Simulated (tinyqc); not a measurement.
Power iteration on a symmetric matrix, step by step. One step of it, computed by the program tinyqc.

Question. Step 1. w = (A - shift) v; v' = w/|w| with its largest component positive (the first on a tie); lambda = v'^T A v'.

A, lower triangle:
```
           1          2         3
1   1.124000
2  -0.590000   1.560000
3   0.528000  -1.027000  2.184000
```

vector v at the start: 0.577350  0.577350  0.577350

shift = 1.650000

Give: vector after step 1; Rayleigh quotient after step 1.

Answer.

vector after step 1: 0.326  0.945  -0.019

Rayleigh quotient after step 1 = 1.182
